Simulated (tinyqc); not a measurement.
## MESFET, gradual channel with velocity saturation: effect of the gate length on saturation

A uniformly doped n-type channel, depleted from the top by a Schottky gate; at channel potential V the depleted share of a is u = sqrt((Vbi - Vg + V)/Vp), s at the source. Electrons drift with v = mu E/(1 + mu E/vsat). Abrupt depletion edge, no series resistance, source at 0.

Vbi = phiB - Vt ln(Nc/Nd); Vp = q Nd a^2/(2 eps0 eps_r); G0 = q mu Nd a W/L; Z = mu Vp/(vsat L); s = sqrt((Vbi - Vg)/Vp). I = (G0 Vp/3) F/(1 + Z (u^2 - s^2)), F = 3 (u^2 - s^2) - 2 (u^3 - s^3), with u at V = Vd; Z = 0 gives constant mobility, for which u stops at 1. The current peaks at u = um, the root of (1 - u)(1 + Z (u^2 - s^2)) = Z F/3; beyond Vdsat = Vp (um^2 - s^2) it is held at that value. gm = G0 (um - s)/(1 + Z (um^2 - s^2)).

Parameters, values chosen for the exercise; material values close to those of gallium arsenide:
- T = 300 K (temperature)
- eps_r = 12.8 (relative permittivity of the semiconductor)
- Nc = 4.39e17 cm^-3 (conduction-band density of states at T)
- Nd = 1.4e17 cm^-3 (donor density of the channel)
- a = 210 nm (channel thickness)
- mu = 4100 cm^2/(V s) (low-field mobility at this doping)
- vsat = 1.2e7 cm/s (saturation velocity)
- W = 200 um (gate width)
- phiB = 0.87 V (Schottky barrier)
- Vg = -1.7 V (gate voltage)

Constants: q = 1.602176634e-19 C, kB = 1.380649e-23 J/K, Vt = kB T/q, eps0 = 8.8541878128e-14 F/cm where lengths are in cm. Results are converted to the units shown.

Effect of the gate length on saturation:
```
L (um)       Z      um  Vdsat (V)  Isat (mA)  Isat for Z = 0 (mA)  gm (mS)
0.1      149.1  0.8041     0.2813      22.15                797.3    14.97
0.21     71.00  0.8199     0.3934      20.36                379.7    14.15
0.45     33.13  0.8410     0.5459      17.98                177.2    13.01
0.97     15.37  0.8671     0.7406      15.03                82.20    11.49
2.1      7.100  0.8970     0.9709      11.64                37.97    9.556
4.4      3.389  0.9262      1.203      8.343                18.12    7.408
9.4      1.586  0.9528      1.421      5.338                8.482    5.143
20      0.7455  0.9727      1.588      3.087                3.987    3.186
```

As L goes from 0.1 to 20 um, Vdsat rises from 0.281 to 1.59 V, Isat falls from 22.1 to 3.09 mA and gm falls from 15.0 to 3.19 mS. Isat is 0.0278 of the constant-mobility value in the first row and 0.774 in the last. Isat goes as L^(-0.11) between the first two rows and as L^(-0.73) between the last two; constant mobility gives 1/L, and short gates gain less because the velocity is capped. For L = 0.1 to 0.21 um the gate is shorter than 2 a, outside the gradual-channel approximation. In every row Nd is not small against Nc, so the Boltzmann form of Vbi is rough.

Numbers from tinyqc (`OMP_NUM_THREADS=1 python tinyqc.py 2500060 2500061 out.jsonl`; about 0.04 s on one thread of a shared Intel Xeon 2.30GHz).
